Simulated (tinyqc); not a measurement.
# Which input was changed?

Model: Deal-Grove kinetics of thermal oxidation of silicon. Computed by tinyqc, a small Python program. Command: `OMP_NUM_THREADS=1 python tinyqc.py 3008942 3008943 out.jsonl oxide which`. One thread of a shared host (Intel(R) Xeon(R) Processor @ 2.30GHz), about 1 s of CPU time with the checks.

Oxidant diffuses through the oxide and reacts at the interface, so that dx/dt = B/(A + 2x) for the oxide thickness x.

Inputs (values chosen for the exercise, close to those used for silicon): prefactor B0 = 696 um^2/h; activation energy E_B = 1.21 eV; prefactor (B/A)0 = 5.51e+06 um/h; activation energy E_A = 2 eV; temperature T = 925 C; oxidant pressure p = 1 atm; pressure exponent m of B/A = 0.79; initial oxide x_i = 0.005 um; time t = 4 h; ratio c of the extra rate to B/A = 1.4; decay length L = 0.0084 um.

Ambient: dry oxygen. Surface: (111). Extension: thin-film term.

Constants: k_B = 8.617333262e-05 eV/K.

Method:
- B = B0 p exp(-E_B/(k_B T)), B/A = (B/A)0 p^m exp(-E_A/(k_B T)), p in atm; A = B/(B/A).
- Temperatures in kelvin are T(C) + 273.15.
- tau = (x_i^2 + A x_i)/B and x = (A/2) [sqrt(1 + 4 B (t + tau)/A^2) - 1], the root of x^2 + A x = B (t + tau).
- Silicon consumed is 0.44 times the oxide grown; the rate is B/(A + 2x).
- Thin-film (Massoud) form: dx/dt = B/(A + 2x) + c (B/A) exp(-x/L), integrated from x_i by fourth-order Runge-Kutta in 2000 steps, the i-th of length (2 i - 1) t/2000^2.

Question. One of these inputs alone was changed, within the range given: prefactor B0 (348 to 1392); activation energy E_B (0.605 to 1.6); prefactor (B/A)0 (2.755e+06 to 1.102e+07); activation energy E_A (1.6 to 2.4). Which one, and to what value?

Results:
```
run     final growth rate (um/h)  thickness with the thin-film term (um)    tau (h)
before                0.01387146                              0.07499894  0.2390639
after                 0.01877227                              0.08894703  0.2355861
```

Answer.

Each candidate set to reproduce final growth rate, and what it then gives:
```
candidate                           range searched  value needed  thickness with the thin-film term (um)  tau (h)
prefactor B0 (um^2/h)                  348 to 1392  out of reach                                       -        -
activation energy E_B (eV)            0.605 to 1.6         1.050                                 0.08895  0.23559
prefactor (B/A)0 (um/h)     2.755e+06 to 1.102e+07  out of reach                                       -        -
activation energy E_A (eV)              1.6 to 2.4         1.657                                 0.14827  0.01287
```

Only activation energy E_B fits every result: it went from 1.21 to 1.05 eV. The next best candidate, activation energy E_A, misses one result by 95 %.
